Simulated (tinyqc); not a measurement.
Harmonic frequencies on the RHF/3-21g surface (energies and gradients from PySCF), for H3+, spin multiplicity 1, step by step. One step of it, computed by the program tinyqc.

Question. One row of the Hessian: 1Hy. Displace 1Hy by +/-0.005 bohr; H(k, :) = (g(+) - g(-)) / (2 delta).

optimised positions (bohr):
```
,x,y,z
1H,0.110996,0.960775,-0.067719
2H,-0.009581,-0.412344,0.744605
3H,-0.059840,-0.421819,-0.854521
```

gradient at +delta (hartree/bohr):
```
,x,y,z
1H,0.00015576,0.00147789,-0.00001230
2H,-0.00006861,-0.00073607,0.00029723
3H,-0.00008715,-0.00074182,-0.00028492
```

gradient at -delta (hartree/bohr):
```
,x,y,z
1H,-0.00015893,-0.00149586,0.00000828
2H,0.00006955,0.00074133,-0.00030336
3H,0.00008939,0.00075453,0.00029508
```

Give: row of the Hessian.

Answer.

row of the Hessian (hartree/bohr^2): 1Hx 0.031470, 1Hy 0.297375, 1Hz -0.002058, 2Hx -0.013816, 2Hy -0.147739, 2Hz 0.060059, 3Hx -0.017654, 3Hy -0.149636, 3Hz -0.058000
